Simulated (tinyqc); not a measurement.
# From width Gamma back to temperature T

Model: three-phonon processes in a diatomic chain: dispersion, energy and momentum conservation, and decay channels of optical phonons. Computed by tinyqc, a small Python program. Command: `OMP_NUM_THREADS=1 python tinyqc.py 3121496 3121497 out.jsonl threeph inv`. One thread of a shared host (Intel(R) Xeon(R) Processor @ 2.30GHz), about 0.01 s of CPU time with the checks.

Cell length a, two atoms, one spring constant. x = q a/pi runs from -1 to 1; A and O are the acoustic and optical branches. Matrix elements are not computed: only conservation laws and occupation factors are followed.

Inputs (values chosen for the exercise, for a model chain):

| quantity | value | unit |
|---|---|---|
| light mass m | 69.7 | u |
| heavy mass M | 72.5 | u |
| spring constant k | 5 | eV/angstrom^2 |
| zero-temperature width Gamma_0 | 1.5 | 1/cm |

Constants: nu for 1 eV/(angstrom^2 u) = 15.6333042 THz; h x 1 THz = 4.135667696 meV; k_B = 8.617333262e-05 eV/K; c = 299792458 m/s.

Method:
- omega^2 = k (1/m + 1/M) -/+ k sqrt((1/m + 1/M)^2 - 4 sin^2(pi x/2)/(m M)); nu = 15.6333042 THz x sqrt(omega^2) for eV/(angstrom^2 u).
- Acoustic top sqrt(2 k/M), optical bottom sqrt(2 k/m), optical top sqrt(2 k (1/m + 1/M)).
- O(0) -> A(x) + A(-x) needs nu_A(x) = nu_O(0)/2, which gives sin^2(pi x/2) = (3/16)(m + M)^2/(m M). Full width at half maximum Gamma = Gamma_0 (1 + 2 n), n = 1/(exp(h nu_A/(k_B T)) - 1); lifetime = 1/(2 pi c Gamma).

Task: A run gave the result below. Find the temperature T, known to lie between 33 and 79 K.

width Gamma = 1.545871 1/cm

Result:

Each step takes the trial c = (a f_b - b f_a)/(f_b - f_a), f being the result less the target and a, b, c the logarithms of the listed values; c replaces end b, the old b replaces a if the sign of f changed, and otherwise f_a is halved.

Scan of the range:

| temperature T (K) | width Gamma (1/cm) |
|---|---|
| 33.0 | 1.50723 |
| 38.2 | 1.51648 |
| 44.1 | 1.53328 |
| 51.1 | 1.56234 |
| 59.1 | 1.60715 |
| 68.3 | 1.67218 |
| 79.0 | 1.76278 |

False position (Illinois rule, in the logarithm of the input) inside the bracket:

| step | end a | end b | trial | width Gamma (1/cm) |
|---|---|---|---|---|
| 1 | 44.1000 | 51.1000 | 47.0074 | 1.54415 |
| 2 | 51.1000 | 47.0074 | 47.3805 | 1.54567 |
| 3 | 51.1000 | 47.3805 | 47.4669 | 1.54602 |
| 4 | 47.3805 | 47.4669 | 47.4299 | 1.54587 |
| 5 | 47.4669 | 47.4299 | 47.4299 | 1.54587 |

Width Gamma rises at every point of a 13-point scan of the range (every second point is shown), so one value fits; it is bracketed by 44.1 and 51.1. Answer: temperature T = 47.43 K.
